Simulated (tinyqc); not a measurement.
## Coupling ratio and rate constant from the late transient

Problem. Long after the knee a floating-gate cell follows U = Vg - (tox/ag) B/ln(K t). Find K and ag.

Parameters, values chosen for the exercise:

| symbol | value | unit | meaning |
|---|---|---|---|
| tox | 8.5 | nm | tunnel oxide thickness |
| Vg | 16.4 | V | control-gate voltage |

U at t = 0.005 and 0.5 s (V): 3.2425415  5.0848326
B = 23.642602 V/nm

Solution. 1/(Vg - U) is linear in ln t; the ratio of the two values gives ln(K t_a), and either value gives ag.

K = 3.84e14 1/s
ag = 0.540

Computed by the program tinyqc: `OMP_NUM_THREADS=1 python tinyqc.py 2130008 2130009 out.jsonl`, one thread of a shared Intel Xeon 2.30GHz, about 0.01 s for the whole run.
